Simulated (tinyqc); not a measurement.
From results back to parameters: interface roughness in a thin film (subband fluctuation and scattering). Three cases, with inputs chosen for the exercise.

Problem. The screened mobility was computed from a hidden rms height D.

Gaussian roughness spectrum S(q) = pi D^2 Lc^2 exp(-q^2 Lc^2/4). Degenerate gas, taken to fill one subband (the second starts to fill once c kF^2/md exceeds E2 - E1, which is not tested here): kF = sqrt(2 pi Ns/gv), q = 2 kF sin(theta/2), 1/tau = (md/(2 pi c hbar)) G^2 times the integral from 0 to pi of S(q)(1 - cos theta)/eps(q)^2 dtheta, eps(q) = 1 + qs/q with screening (qs = gv md q0/(c eps), q0 = e^2/(4 pi eps0), form factors left out, which overstates the screening; other scattering is left out too, so these values lie far above measured mobilities in all but the thinnest films) or 1 without; mobility = tau c2/md with c2 = e/m0 = 1.75882e15 cm^2/(V s^2); 1e12/cm^2 = 1e-4/angstrom^2.

Constants: hbar^2/2m0 = 3.80998211 eV angstrom^2; hbar = 6.58211957e-16 eV s; e^2/(4 pi eps0) = 14.39964547 eV angstrom.

Find: mobility for D = 1 angstrom; D.

Method. The mobility goes as 1/D^2, so D is the square root of the ratio. One value fixes only D^2 times a function of Lc; a second density is needed to part the two.

Case 1.

Values chosen (near those of a thin Si channel on (100), two-fold valleys; shifted at random, so the results belong to these values and not to a real crystal):
- md = 0.185 m0 (mass in the plane)
- gv = 2 (valleys)
- Lc = 12 angstrom (correlation length)
- Ns = 2.6 x 1e12/cm^2 (sheet density)
- eps = 7.8 (mean dielectric constant at the channel)

G = |dE1/dt| = 2.1752 meV/angstrom
mobility = 1.46970e+06 cm^2/(V s)

Solution.

mobility for D = 1 angstrom = 2.881e+06 cm^2/(V s)
D = 1.40 angstrom

Case 2.

Values chosen (near those of a thin InGaAs channel; shifted at random, so the results belong to these values and not to a real crystal):
- md = 0.045 m0 (mass in the plane)
- gv = 1 (valleys)
- Lc = 30 angstrom (correlation length)
- Ns = 2.1 x 1e12/cm^2 (sheet density)
- eps = 11.4 (mean dielectric constant at the channel)

G = |dE1/dt| = 5.7182 meV/angstrom
mobility = 14538.3 cm^2/(V s)

Solution.

mobility for D = 1 angstrom = 1.781e+05 cm^2/(V s)
D = 3.50 angstrom

Case 3.

Values chosen (near those of a thin Si channel on (100), two-fold valleys; shifted at random, so the results belong to these values and not to a real crystal):
- md = 0.193 m0 (mass in the plane)
- gv = 2 (valleys)
- Lc = 20 angstrom (correlation length)
- Ns = 5 x 1e12/cm^2 (sheet density)
- eps = 7.9 (mean dielectric constant at the channel)

G = |dE1/dt| = 3.8992 meV/angstrom
mobility = 169065 cm^2/(V s)

Solution.

mobility for D = 1 angstrom = 2.857e+05 cm^2/(V s)
D = 1.30 angstrom

Computed by tinyqc, one run a case: `OMP_NUM_THREADS=1 python tinyqc.py N N+1 out.jsonl` with N = 1250784, 1250790, 1250802; one thread of a shared Intel(R) Xeon(R) Processor @ 2.30GHz, about 0.01 s a run at most.
